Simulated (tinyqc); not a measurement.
Strain along [001]: shallow donor in effective-mass theory, with valley-orbit splitting.

Basis: the 1s envelopes of the valleys +x, -x, +y, -y, +z, -z. Diagonal E0 - D0, element -D2 between opposite valleys and -D1 between perpendicular ones. Strain along [001] adds 2 Ds/3 to the z valleys and -Ds/3 to the others.

Inputs chosen for the exercise (near those of a group-V donor in Si; not measured data): E0 = -32.7 meV (single-valley level); D0 = 6.44 meV (central-cell shift); D1 = 6.52 meV (coupling of perpendicular valleys); D2 = 5.29 meV (coupling of opposite valleys).

Ground level, gap to the next level, weight in the z valleys and contact density (sum of amplitudes)^2/6.

Results:

| Ds (meV) | ground (meV) | gap (meV) | z weight | contact density | ground less band edge (meV) |
|---|---|---|---|---|---|
| -120 | -127.52 | 13.67 | 0.973 | 0.496 | -47.52 |
| -40 | -80.46 | 19.94 | 0.795 | 0.782 | -53.79 |
| -15 | -71.92 | 28.07 | 0.527 | 0.962 | -61.92 |
| -5 | -70.66 | 33.47 | 0.394 | 0.996 | -67.32 |
| 0 | -70.51 | 36.66 | 0.333 | 1.000 | -70.51 |
| 5 | -70.65 | 35.13 | 0.280 | 0.997 | -68.98 |
| 15 | -71.62 | 32.77 | 0.197 | 0.976 | -66.62 |
| 40 | -76.58 | 29.40 | 0.089 | 0.906 | -63.25 |
| 120 | -99.98 | 26.13 | 0.018 | 0.787 | -59.98 |

The scale is the A1-E splitting 6 D1 = 39.1 meV. The contact density is largest without strain and falls to 0.496 and 0.787 at the ends, towards 1/3 (two valleys) and 2/3 (four valleys). The binding below the lowest band edge drops from 70.5 meV to 47.5 meV when the two z valleys are lowest and to 60.0 meV when the four others are, since fewer valleys share the coupling.

tinyqc: `OMP_NUM_THREADS=1 python tinyqc.py 1281070 1281071 out.jsonl`; about 0.01 s, one thread, shared Intel(R) Xeon(R) Processor @ 2.30GHz.
